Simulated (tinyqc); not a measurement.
Inside a calculation. Method: Ewald sum of point charges, bcc in a neutralising background, strained along z by a factor 0.89, lattice. Computed by tinyqc, a small Python program that keeps every step. Command: `OMP_NUM_THREADS=1 python tinyqc.py 23383 23384 out.jsonl` (the two numbers bound the seeds that draw the settings). One thread of a shared host (Intel(R) Xeon(R) Processor @ 2.60GHz), about 0.03 s of CPU time with the checks.

## Ewald sum with eta = 0.287 1/bohr

cell vectors (rows) (bohr):
```
           1          2          3
1  12.380000   0.000000   0.000000
2   0.000000  12.380000   0.000000
3   0.000000   0.000000  11.018000
```

Charges:
```
q               f1        f2        f3
2.000000  0.000000  0.000000  0.000000
2.000000  0.500000  0.500000  0.500000
```

Real space: 1/2 sum q_i q_j erfc(eta r)/r over all images with r > 0; reciprocal space: (2 pi/V) sum_(G != 0) exp(-G^2/4 eta^2)/G^2 |S(G)|^2 with S(G) = sum q exp(i G.r); self term -eta/sqrt(pi) sum q^2; background -pi Q^2/(2 V eta^2), Q the total charge.

Real-space shells (first ones):
```
r (bohr)   pairs  sum (hartree)
10.343176     16       0.000083
11.018000      4       0.000006
12.380000      8       6.51e-07
16.572891     16       3.35e-11
17.507964      8              0
18.702244     16              0
20.334947     32              0
20.686351     16              0
```

Reciprocal shells (first ones that count):
```
G^2 (1/bohr^2)  vectors  sum (hartree)
0.515167              4       0.096785
0.582786              8       0.139362
1.030335              4       0.010132
1.300811              2       0.001766
1.613121             16       0.004415
1.815978              8       0.001059
2.060670              4       0.000222
2.331146              8       0.000173
2.575837              8       0.000074
2.643456              8       0.000059
3.184408              8       0.000009
3.361481              8       0.000005
```

## The total does not depend on eta

The same sums for other eta.

Totals (hartree per cell):
```
eta           real  reciprocal       self  background        total
0.287000  0.000090    0.254068  -1.295379   -0.180689  -1.22191052
0.364000  3.24e-07    0.533339  -1.642920   -0.112329  -1.22191052
0.512000         0    1.145785  -2.310921   -0.056775  -1.22191052
```

shortest distance = 10.343176 bohr
